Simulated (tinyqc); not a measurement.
# Random telegraph noise from one oxide trap in a small MOSFET: effects of single changes

An acceptor-like trap exchanges electrons with the channel. Inversion charge Q = Cox u, u = n Vt W0(exp((Vg - VT)/(n Vt))), W0 the Lambert function, n = nf, Cox = eps0 eox/tox; linear regime Id = (W/L) mu Q Vd. Relative to threshold the surface potential rises by Vt ln(u/u0) and the oxide voltage by the rest of Vg - VT, with u0 = n Vt W0(1).

Parameters, values chosen for the exercise; values of the order met in silicon transistors:

| symbol | value | unit | meaning |
|---|---|---|---|
| T | 300 | K | temperature |
| eox | 3.9 |  | relative permittivity of the gate insulator (close to silicon dioxide) |
| tox | 2.3 | nm | insulator thickness |
| xt | 0.64 | nm | depth of the trap from the channel interface |
| E0 | 0.03 | eV | trap level above the channel Fermi level at threshold |
| s0 | 3e-16 | cm^2 | capture prefactor |
| EB | 0.46 | eV | capture barrier (lattice relaxation) |
| lt | 0.11 | nm | tunnelling decay length |
| vth | 1.4e7 | cm/s | thermal velocity |
| zi | 2.2 | nm | thickness of the inversion layer |
| VT | 0.32 | V | threshold voltage |
| nf | 1.3 |  | body factor |
| W | 49 | nm | gate width |
| L | 24 | nm | gate length |
| mu | 290 | cm^2/(V s) | mobility |
| asc | 1.5e-15 | V s | scattering coefficient of the charged trap |
| Vd | 0.05 | V | drain voltage |
| Vg | 0.3 | V | gate voltage |

Constants: q = 1.602176634e-19 C, kB = 1.380649e-23 J/K, Vt = kB T/q, eps0 = 8.8541878128e-14 F/cm where lengths are in cm. Results are converted to the units shown.

Each table varies one quantity; the others keep the values above.

## Time constants and noise against gate voltage

N = Cox u/q; dpsi = Vt ln(u/u0); E = E0 - dpsi - (xt/tox)(Vg - VT - dpsi); capture time tc = 1/[(N/zi) vth s0 exp(-xt/lt - EB/Vt)]; emission time te = tc exp(-E/Vt); occupancy te/(tc + te). A = W L; threshold step dV = q (1 - xt/tox)/(Cox A); gm/Id = 1/(u + n Vt); relative step dI/I = (gm/Id) dV + asc mu/A. fc = (1/tc + 1/te)/(2 pi); rms = (dI/I) sqrt(tc te)/(tc + te).

Time constants and noise against gate voltage:

| Vg (V) | E (eV) | tc (s) | te (s) | occupancy | dI/I (%) | fc (Hz) | rms dI/I (%) |
|---|---|---|---|---|---|---|---|
| 0.13 | 0.1778 | 855.5 | 0.8804 | 0.001028 | 23.12 | 0.1810 | 0.7409 |
| 0.19 | 0.1281 | 146.0 | 1.027 | 0.006985 | 22.80 | 0.1561 | 1.899 |
| 0.25 | 0.07984 | 26.82 | 1.222 | 0.04359 | 21.23 | 0.1361 | 4.335 |
| 0.31 | 0.03645 | 6.413 | 1.566 | 0.1963 | 16.99 | 0.1265 | 6.749 |
| 0.37 | 0.001220 | 2.375 | 2.266 | 0.4882 | 12.33 | 0.1373 | 6.163 |
| 0.43 | -0.02751 | 1.246 | 3.612 | 0.7435 | 9.434 | 0.1718 | 4.120 |
| 0.49 | -0.05250 | 0.7991 | 6.088 | 0.8840 | 7.811 | 0.2253 | 2.501 |
| 0.55 | -0.07533 | 0.5751 | 10.60 | 0.9485 | 6.844 | 0.2917 | 1.512 |
| 0.61 | -0.09683 | 0.4445 | 18.82 | 0.9769 | 6.222 | 0.3665 | 0.9342 |

tc falls from 855 to 0.444 s as the channel fills and te rises from 0.880 to 18.8 s; they are equal at Vg = 0.372 V, where E = 0. The rms noise goes from 0.741 through a maximum of 6.75 (at Vg = 0.31 V among the rows listed) to 0.934 %. The slope -Vt d ln(tc/te)/dVg is 0.828 between the first two rows and 0.358 between the last two; it tends to xt/tox = 0.278 only when the surface potential stops moving. For Vg = 0.13, 0.19, 0.25, 0.31 the step exceeds 15 %, where a linear one-charge estimate is rough.

## Effect of the depth of the trap from the channel interface

Same model as above.

Effect of the depth of the trap from the channel interface:

| xt (nm) | E (eV) | tc (s) | te (s) | occupancy | dI/I (%) | fc (Hz) | rms dI/I (%) |
|---|---|---|---|---|---|---|---|
| 0.11 | 0.04095 | 0.06390 | 0.01311 | 0.1702 | 22.36 | 14.63 | 8.403 |
| 0.34 | 0.04190 | 0.5171 | 0.1023 | 0.1651 | 20.40 | 1.864 | 7.573 |
| 0.57 | 0.04285 | 4.184 | 0.7976 | 0.1601 | 18.44 | 0.2376 | 6.761 |
| 0.8 | 0.04380 | 33.86 | 6.222 | 0.1552 | 16.48 | 0.03028 | 5.967 |
| 1.03 | 0.04475 | 274.0 | 48.53 | 0.1505 | 14.52 | 0.003860 | 5.191 |
| 1.26 | 0.04570 | 2217 | 378.5 | 0.1458 | 12.56 | 4.922e-4 | 4.433 |
| 1.49 | 0.04665 | 1.794e4 | 2953 | 0.1413 | 10.60 | 6.277e-5 | 3.692 |

What does the table show?

As xt goes from 0.11 to 1.49, tc rises from 0.0639 to 17900 s, te rises from 0.0131 to 2950 s and dI/I falls from 22.4 to 10.6 %. tc grows a decade every lt ln 10 = 0.253 nm of depth; traps spread evenly in depth therefore give corner frequencies spread evenly on a log scale, whose sum is 1/f noise if the traps contribute equal variances. For xt = 0.11, 0.34, 0.57, 0.8 the step exceeds 15 %, where a linear one-charge estimate is rough.

Range of the model: VT is taken as given; short-channel effects and the uneven flow of current among few electrons are left out.

tinyqc, about 0.01 s, one thread, Intel Xeon 2.30GHz (shared host): `OMP_NUM_THREADS=1 python tinyqc.py 2710159 2710160 out.jsonl`
